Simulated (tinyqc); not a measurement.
# From k_eff back to crystal rotation

Model: crystal pulling from the melt: segregation, interface stability, heat balance and point-defect regime. Computed by tinyqc, a small Python program. Command: `OMP_NUM_THREADS=1 python tinyqc.py 3017251 3017252 out.jsonl pull inv`. One thread of a shared host (Intel(R) Xeon(R) Processor @ 2.30GHz), about 0.01 s of CPU time with the checks.

A dilute solute; steady pulling with a flat interface unless it is found unstable.

Inputs (values chosen for the exercise, modelled on gallium in silicon): equilibrium coefficient k0 = 0.0077; diffusivity in the melt D = 0.00017 cm^2/s; kinematic viscosity nu = 0.0039 cm^2/s; pull rate V = 1.7 mm/min.

Method. delta = 1.61 D^(1/3) nu^(1/6) omega^(-1/2), omega = 2 pi rpm/60; k_eff = k0/[k0 + (1 - k0) exp(-V delta/D)] (Burton, Prim and Slichter); the melt at the interface is enriched by k_eff/k0.

Question. A run gave the result below. Find the crystal rotation, known to lie between 11 and 24 rpm.

k_eff = 0.0127522

Answer.

Each step takes the trial c = (a f_b - b f_a)/(f_b - f_a), f being the result less the target and a, b, c the logarithms of the listed values; c replaces end b, the old b replaces a if the sign of f changed, and otherwise f_a is halved.

Scan of the range:
```
crystal rotation (rpm)      k_eff
11.0                    0.0132644
12.5                    0.0128264
14.3                    0.0124087
16.2                    0.0120566
18.5                    0.0117151
21.1                    0.0114070
24.0                    0.0111313
```

False position (Illinois rule, in the logarithm of the input) inside the bracket:
```
step    end a    end b    trial      k_eff
1     12.5000  14.3000  12.8023  0.0127491
2     12.5000  12.8023  12.7788  0.0127550
3     12.8023  12.7788  12.7900  0.0127522
4     12.7788  12.7900  12.7900  0.0127522
```

k_eff falls at every point of a 13-point scan of the range (every second point is shown), so one value fits; it is bracketed by 12.5 and 14.3. Answer: crystal rotation = 12.79 rpm.
